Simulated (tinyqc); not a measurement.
Lorentz oscillators and the Kramers-Kronig relations, step by step. Values are carried at full precision from step to step, so a last printed digit may differ when a step is redone from the rounded ones.

eps(E) = 1 + sum_j S_j/(E0_j^2 - E^2 - i G_j E).

Constants: hbar c = 1973.269805 eV angstrom; hbar^2/2m0 = 3.80998211 eV angstrom^2; e^2/(4 pi eps0) = 14.39964547 eV angstrom.

Parameters, chosen for this exercise:
- E0 = (3.52) eV (resonances)
- G = (0.29) eV (widths)
- S = (42.4) eV^2 (strengths)
- E = 3.76 eV (photon energy)
- h = 0.2 eV (grid step)
- M = 40 (grid points E_j = j h)
- i = 7 (grid index at which eps1 is wanted)

## Dielectric function at one energy

Evaluate each oscillator and the sum.

terms: -17.4651+10.8997i

eps(E) = -16.4651+10.8997i
eps(0) = 4.4220

## Optical constants

n + i k = sqrt(eps1 + i eps2) with k >= 0; R = ((n - 1)^2 + k^2)/((n + 1)^2 + k^2) at normal incidence from vacuum; alpha = 2 E k/(hbar c), times 1e8 for 1/cm; loss function Im(-1/eps) = eps2/(eps1^2 + eps2^2).

Convert eps at the photon energy E into the optical constants.

n = 1.2808
k = 4.2551
R = 0.7802
alpha = 1.62e+06 1/cm
loss function = 0.0280
vacuum wavelength hc/E (hc = 1239.841984 eV nm) = 329.7 nm

The intensity falls to 1/e within 6.17 nm. eps1 is negative, so k exceeds n, as in a metal below its plasma energy; R is 0.78.

## Absorptive part on the grid

Tabulate eps2 at E_j = j h.

eps2(E_j), j = 1 .. M: 0.0161  0.0329  0.0510  0.0712  0.0947  0.1229  0.1580  0.2031  0.2635  0.3477  0.4711  0.6640  0.9907  1.6114  3.0108  7.1731  25.1579  31.2968  8.6284  3.4215  1.7782  1.0777  0.7188  0.5117  0.3816  0.2948  0.2341  0.1900  0.1570  0.1316  0.1118  0.0960  0.0832  0.0727  0.0640  0.0567  0.0506  0.0453  0.0408  0.0369

## eps1 at one grid point

Kramers-Kronig: eps1(E) = 1 + (2/pi) P integral_0^infinity E1 eps2(E1)/(E1^2 - E^2) dE1. Maclaurin rule on the grid E_j = j h, j = 1 .. M: eps1(E_i) = 1 + (4 h/pi) sum over j with j - i odd of E_j eps2(E_j)/(E_j^2 - E_i^2); nothing is added above E_M.

List the terms E_j eps2_j/(E_j^2 - E_i^2) for j - i odd, add them and form eps1.

terms in order of j (1/eV): -0.0073  -0.0432  -0.2837  0.5417  0.3408  0.4193  0.7673  2.7722  10.2426  0.9748  0.2725  0.1165  0.0611  0.0362  0.0232  0.0158  0.0112  0.0082  0.0062  0.0048

sum = 16.280 1/eV
eps1(E_i) = 5.146

The oscillator formula gives 5.059 at E_i = 1.4 eV. The rule samples every 2h = 0.4 eV against a narrowest width of 0.29 eV and stops at 8 eV; coarse sampling and the missing tail make the difference.

## The f-sum on the grid

W(E_M) = (2/pi) h sum_j E_j eps2_j, with half weight on the last point; the full integral equals sum S_j = (hbar omega_p)^2, and the electron density follows from (hbar omega_p)^2 = 8 pi c (e^2/(4 pi eps0)) N with c = hbar^2/2m0.

W(E_M) = 40.52 eV^2
sum S = 42.40 eV^2
share reached on this grid (a step near the line widths can inflate it) = 0.956
hbar omega_p = 6.512 eV
N = 3.08e+22 1/cm^3

## Checks

- The value of eps1 at 3.770 eV from a fine, long grid (with the tail of eps2 ~ 1/E^3 added) against the oscillator formula: both -16.1.

Program tinyqc; command `OMP_NUM_THREADS=1 python tinyqc.py 1680268 1680269 out.jsonl`; about 0.1 s on one thread of a shared Intel(R) Xeon(R) Processor @ 2.30GHz.
